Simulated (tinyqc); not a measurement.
Worked calculation: Hall effect and magnetoresistance of several carrier groups with constant relaxation times. Computed by tinyqc, a small Python program that keeps every step. Command: `OMP_NUM_THREADS=1 python tinyqc.py 3019138 3019139 out.jsonl hall2 walk`. One thread of a shared host (Intel(R) Xeon(R) Processor @ 2.30GHz), about 0.01 s of CPU time with the checks. Intermediate numbers are printed to about 7 digits and carried at full precision; extremes and crossings named in words are read from the listed rows.

Group 1 has charge -e and group 2 charge +e; s_i is that sign. B lies along z; mu B is formed with mu in m^2/(V s).

Inputs (values chosen for the exercise, for a model conductor): density n1 = 5.8e+17 1/cm^3; mobility mu1 = 4900 cm^2/(V s); density n2 = 5.8e+17 1/cm^3; mobility mu2 = 450 cm^2/(V s); magnetic field B = 11 T.

Carriers: compensated semimetal. Densities: per volume.

Constants: e = 1.602176634e-19 C.

## Conductivity of each group

sigma_xx = sum n_i e mu_i/(1 + mu_i^2 B^2); sigma_xy = sum s_i n_i e mu_i^2 B/(1 + mu_i^2 B^2).

Parts (S/cm):
```
group     mu B  sigma_xx   sigma_xy
group 1   5.39  15.15164  -81.66734
group 2  0.495  33.58712   16.62563
```

sigma_xx = 48.73876 S/cm

sigma_xy = -65.04171 S/cm

sigma at B = 0 = 497.1554 S/cm

## Resistivity, Hall coefficient and magnetoresistance

rho_xx = sigma_xx/(sigma_xx^2 + sigma_xy^2); Hall coefficient R_H = sigma_xy/(B (sigma_xx^2 + sigma_xy^2)), with B in V s/cm^2 (1 T = 1e-4 V s/cm^2); magnetoresistance MR = rho_xx(B)/rho_xx(0) - 1. Apparent density 1/(e |R_H|); Hall mobility |R_H|/rho_xx.

rho_xx = 0.007378075 ohm cm

Hall coefficient R_H = -8.950923 cm^3/C

magnetoresistance MR = 266.805 %

apparent density = 6.973034e+17 1/cm^3

Hall mobility = 1213.179 cm^2/(V s)

A one-carrier reading would report electrons of density 6.97e17, against n1 = 5.8e17 and n2 = 5.8e17.

## Limits of weak and strong field

Weak field: R_H(0) = sum s_i n_i mu_i^2/(e (sum n_i mu_i)^2); MR = c B^2 with c = n1 n2 mu1 mu2 (s1 mu1 - s2 mu2)^2/(n1 mu1 + n2 mu2)^2. With n1 = n2 and opposite charges R_H stays at R_H(0) and MR = mu1 mu2 B^2 at every field.

R_H at weak field = -8.950923 cm^3/C

coefficient c = 0.02205 1/T^2

Caution: mu B is well above 1, where Landau quantisation, left out here, shows at low temperature.

## Field dependence

rho_xx = sigma_xx/(sigma_xx^2 + sigma_xy^2); Hall coefficient R_H = sigma_xy/(B (sigma_xx^2 + sigma_xy^2)), with B in V s/cm^2 (1 T = 1e-4 V s/cm^2); magnetoresistance MR = rho_xx(B)/rho_xx(0) - 1.

Against the field:
```
B (T)         mu1 B  rho_xx (ohm cm)  R_H (cm^3/C)        MR (%)
0.1    4.900000e-02     2.011887e-03     -8.950923  2.205000e-02
0.31   1.519000e-01     2.015706e-03     -8.950923  2.119005e-01
0.82   4.018000e-01     2.041266e-03     -8.950923  1.482642e+00
2      9.800000e-01     2.188853e-03     -8.950923  8.820000e+00
5.1    2.499000e+00     3.165048e-03     -8.950923  5.735205e+01
12     5.880000e+00     8.398179e-03     -8.950923  3.175200e+02
31     1.519000e+01     4.463403e-02     -8.950923  2.119005e+03
82     4.018000e+01     3.002365e-01     -8.950923  1.482642e+04
240    1.176000e+02     2.556706e+00     -8.950923  1.270080e+05
```

MR starts as B^2.00 and ends as B^2.00: with equal densities of opposite charge no Hall field can balance both groups, so it never saturates. One group alone would show no magnetoresistance in this model. The rows with mu1 B well above 1 show the semiclassical limit; Landau quantisation is left out. Fields above 100 T are beyond ordinary laboratory magnets.

Checks made by the program: weak-field formulas against the tensor at mu1 B = 1e-3 (relative difference 3e-09).
